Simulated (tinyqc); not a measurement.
FinFET, parasitic resistance, capacitance and delay: effect of the supply voltage.

Nf fins under one contact; each has gated perimeter p = 2 Hf + Wf and cross-section A = Hf Wf; contact width Wc = Nf pf, stack height Hs = Hf. Contact length Lc = CPP - Lg - 2 Lsp, shared by two neighbouring gates. Source and drain sides are equal. The formulas are first-order estimates, not field solutions.

Epitaxy sheet resistance Rsh = re/te, transfer length LT = sqrt(rc/Rsh), contact Rc = [sqrt(rc Rsh)/Wc] coth(Lc/(2 LT)); extension of one fin Rx = rx Lsp/A. With N fins: gate Cg = Cinv p N Lg; per side, plate Cp = ks eps0 [Wc (Hs + Hc) - N A]/Lsp, top fringe Cf = (2/pi) ks eps0 Wc ln(1 + Lg/(2 Lsp)), overlap Co = Cinv p N Lov. One fin: I = p Q vx u/(1 + |u|^1.8)^(1/1.8), Q = Cinv n Vt ln(1 + exp((Vg' - VT + dl Vd')/(n Vt))), u = Vd' mu/(vx Lg), Vg' = Vgs - v, Vd' = Vds - 2 v, with the drop on each side v = Rc (sum of I) + Rx I. Ieff = [I(Vgs = Vdd, Vds = Vdd/2) + I(Vdd/2, Vdd)]/2, total currents. With Cs = Cp + Cf + Co, the load of an inverter of two such devices driving an equal one is CL = 2 (Cg + 2 Cs) + 4 Cs + Cw (own drains counted twice for the Miller effect); delay CL Vdd/(2 Ieff).

Parameters, values chosen for the exercise; values close to those of silicon logic devices:

| symbol | value | unit | meaning |
|---|---|---|---|
| T | 300 | K | temperature |
| Nf | 2 |  | number of fins |
| Hf | 60 | nm | fin height |
| Wf | 5 | nm | fin width |
| pf | 24 | nm | fin pitch |
| CPP | 42 | nm | contacted gate pitch |
| Lg | 16 | nm | gate length |
| Lsp | 4 | nm | spacer length |
| ks | 5.5 |  | relative permittivity of the spacer |
| Hc | 20 | nm | gate height above the channel stack |
| rc | 7.1e-10 | ohm cm^2 | contact resistivity |
| re | 0.00028 | ohm cm | resistivity of the source-drain epitaxy |
| te | 20 | nm | current-carrying depth of the epitaxy |
| rx | 0.0006 | ohm cm | resistivity of the extension |
| Lov | 1.5 | nm | gate overlap |
| Cinv | 3.4 | uF/cm^2 | inversion capacitance |
| vx | 1e7 | cm/s | injection velocity |
| mu | 270 | cm^2/(V s) | apparent mobility |
| VT | 0.21 | V | threshold at zero drain voltage |
| dl | 0.039 | V/V | barrier lowering |
| n | 1.13 |  | subthreshold factor |
| Cw | 0.33 | fF | wire load |

Constants: q = 1.602176634e-19 C, kB = 1.380649e-23 J/K, eps0 = 8.8541878128e-12 F/m, Vt = kB T/q. Results are converted to the units shown.

The same in every row: Rc (ohm) = 173.0; Rx/N (ohm) = 40.00; CL (aF) = 1033.

Results:
```
Vdd (V)	Ieff (uA)	delay (ps)
0.45	96.97	2.396
0.65	202.6	1.657
0.75	257.5	1.504
0.85	312.6	1.404
0.95	368.0	1.333
```

Estimate the missing row, Vdd = 0.55 V.

Computed row:
```
Vdd (V)	Ieff (uA)	delay (ps)
0.55	148.5	1.912
```

With this row back in the table: As Vdd goes from 0.45 to 0.95 V, Ieff rises from 97.0 to 368 uA, CL stays at 1030 aF and the delay falls from 2.40 to 1.33 ps.

Program tinyqc, `OMP_NUM_THREADS=1 python tinyqc.py 2170129 2170130 out.jsonl`; Intel Xeon 2.30GHz, shared host, one thread, about 0.04 s.
